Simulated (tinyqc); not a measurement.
# Which input was changed?

Model: growth of a silicide layer between metal and silicon: linear-parabolic kinetics, ramp anneals and Kissinger analysis. Computed by tinyqc, a small Python program. Command: `OMP_NUM_THREADS=1 python tinyqc.py 3004082 3004083 out.jsonl silicide which`. One thread of a shared host (Intel(R) Xeon(R) Processor @ 2.30GHz), about 1 s of CPU time with the checks.

One compound layer of thickness x grows by diffusion through itself and reaction at an interface, dx/dt = 1/(2x/K + 1/v), until the metal is used up at x = a h.

Inputs (values chosen for the exercise, modelled on CoSi2):
```
quantity                                 value    unit
metal thickness h                           48      nm
silicide formed per metal thickness a     3.52       -
prefactor of the parabolic constant K  1.1e+14  nm^2/s
activation energy E of K                   2.3      eV
prefactor of the interface velocity v  1.8e+15    nm/s
activation energy E_v                     2.53      eV
temperature T                              680       C
time t                                     590       s
ramp rate beta                             0.3     C/s
```

Constants: k_B = 8.617333262e-05 eV/K.

Method:
- The silicide ends at the thickness a h.
- K = K0 exp(-E/(k_B T)), v = v0 exp(-E_v/(k_B T)).
- Temperatures in kelvin are T(C) + 273.15.
- x^2/K + x/v = t, so x = (K/(2v)) [sqrt(1 + 4 v^2 t/K) - 1], capped at a h; completion time t_c = (a h)^2/K + a h/v, a h being the final thickness; crossover thickness K/v.
- Ramp from x = 0 at 100 C at the rate beta: dx/dT = (1/beta)/(2x/K + 1/v), integrated adaptively (tolerance 1e-9) until x = a h at T_f.

Task: One of these inputs alone was changed, within the range given: metal thickness h (24 to 96); activation energy E_v (1.265 to 3); ramp rate beta (0.15 to 0.6); temperature T (340 to 900). Which one, and to what value?

Results:
```
run     completion temperature T_f (C)  completion time (s)  crossover thickness (nm)
before                        722.2310             378.4385                  1.005182
after                         718.7252             378.4385                  1.005182
```

Result:

Each candidate set to reproduce completion temperature T_f, and what it then gives:
```
candidate                   range searched  value needed  completion time (s)  crossover thickness (nm)
metal thickness h (nm)            24 to 96         45.61               341.85                    1.0052
activation energy E_v (eV)      1.265 to 3  out of reach                    -                         -
ramp rate beta (C/s)           0.15 to 0.6        0.2710               378.44                    1.0052
temperature T (C)               340 to 900     no effect                    -                         -
```

Only ramp rate beta fits every result: it went from 0.3 to 0.271 C/s. The next best candidate, metal thickness h, misses one result by 9.7 %.

Caution: a disilicide really forms through metal-rich phases and by nucleation, not as one layer from the metal.
